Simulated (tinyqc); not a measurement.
Extrapolating accelerated tests: lateral field, substrate current, probability of reaching the oxide barrier and hot-carrier lifetime of a silicon transistor (pseudo-two-dimensional and lucky-electron models). Computed by tinyqc, a small Python program. Command: `OMP_NUM_THREADS=1 python tinyqc.py 3024723 3024724 out.jsonl hotcar walk`. One thread of a shared host (Intel(R) Xeon(R) Processor @ 2.30GHz), about 0.01 s of CPU time with the checks.

Local-field models: a lucky carrier gains its energy at the peak field over a path free of collisions. Voltages are magnitudes.

Inputs (values chosen for the exercise, modelled on a silicon n-channel):
```
quantity                             value                      unit
channel length L                       710                        nm
oxide thickness t                       15                        nm
junction depth x_j                     180                        nm
mobility mu                            330                cm^2/(V s)
saturation velocity v_s               0.82                  1e7 cm/s
threshold voltage V_T                 0.59                         V
gate voltage V_G                       2.5                         V
drain voltage V_D                      4.4                         V
ionisation prefactor A_i           1.8e+06                      1/cm
ionisation field B_i                  1.73                     MV/cm
hot-carrier mean free path lambda      7.3                        nm
oxide barrier phi_b                    3.1                        eV
interface-trap threshold phi_it        3.7                        eV
lifetime constant H                     10  s microampere/micrometre
```

Drain: abrupt.

Constants: eps_0 = 8.8541878128e-12 F/m.

Method:
- C_ox = 3.9 eps_0/t; F_sat = 2 v_s/mu; V_Dsat = V_ov F_sat L/(V_ov + F_sat L), V_ov = V_G - V_T; I_D/W = C_ox v_s (V_ov - V_Dsat).
- Scale length l = 0.22 t^(1/3) x_j^(1/2) (all in cm); F_m = sqrt(((V_D - V_Dsat)/l_e)^2 + F_sat^2), with l_e = l; length of the velocity-saturated region l_e ln((V_D - V_Dsat)/(l_e F_sat) + F_m/F_sat).
- Substrate current I_sub/I_D = (A_i/B_i)(V_D - V_Dsat) exp(-B_i/F_m); probability of reaching the oxide barrier exp(-phi_b/(e lambda F_m)); lifetime tau = (H/(I_D/W)) exp(phi_it/(e lambda F_m)).
- V_10 solves tau = 3.156e8 s at the given V_G. The extrapolation fits ln(tau) against 1/V_D at 1, 1.08, 1.16 and 1.25 times the given V_D (rounded to 3 digits) by least squares and reads off the same tau.

V_Dsat = 1.23921 V

Stress points:
```
V_D (V)  1/V_D (1/V)     tau (s)
4.40         0.22727  1.7199e+06
4.75         0.21053  3.3205e+05
5.10         0.19608  8.5590e+04
5.50         0.18182  2.3712e+04
```

ten-year drain voltage V_10 = 3.6304 V

V_10 from the 1/V_D extrapolation = 3.5350 V

What does the comparison show, and why?

The extrapolation is 95 mV below the true value: ln(tau) is nearly linear in 1/(V_D - V_Dsat), not in 1/V_D, so the straight line errs on the safe side when one extrapolates down. At V_10 the available energy e V_D is below phi_it, so the model understates the lifetime there.

Extremes, crossings and ranges named in words are read from the listed rows.
